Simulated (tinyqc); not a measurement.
# Circuit elements from the admittance matrix

Inverse problem. Y belongs to a common-source circuit with y11 = i w (Cgs + Cgd), y12 = -i w Cgd, y21 = gm - i w Cgd, y22 = gds + i w (Cgd + Cd) and a resistance Rg in series with the gate; w = 2 pi f. Find Rg, Cgs + Cgd, Cgd, gm, gds and Cd.

Inputs (values chosen for the exercise): signal frequency f = 10 GHz.

Y with Rg (mS):
```
,1,2
1,0.08154939+3.99176987i,-0.02258222-1.10537927i
2,20.13014251-1.51708700i,1.23841173+3.00414536i
```

Solution. 1/Y11 = Rg + 1/(i w (Cgs + Cgd)) gives Rg; removing it from Z11 returns the inner y, whose parts are read off.

Rg = 5.116 ohm
Cgs + Cgd = 63.56 fF
Cgd = 17.60 fF
gm = 20.16 mS
gds = 1.230 mS
Cd = 28.40 fF

Program tinyqc, `OMP_NUM_THREADS=1 python tinyqc.py 2150111 2150112 out.jsonl`; Intel Xeon 2.30GHz, shared host, one thread, about 0.01 s.
